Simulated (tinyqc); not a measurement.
Worked calculation: lattice vibrations of a chain. One step of it, computed by the program tinyqc.

Question. Frequencies. omega^2 are the eigenvalues; wavenumber = 521.4708 sqrt(eigenvalue) 1/cm.

D(q) (eV/(angstrom^2 u)):
```
[[0.633540, -0.470014+0.060743i],
 [-0.470014-0.060743i, 0.357268]]
```

Give: eigenvalues; wavenumbers; weights |e|^2 of the mass-weighted modes.

Answer.

eigenvalues: [0.002, 0.989]

wavenumbers (1/cm): [21.9, 518.6]

weights |e|^2 of the mass-weighted modes, order atom 1, atom 2:
```
[[0.360, 0.640],
 [0.640, 0.360]]
```
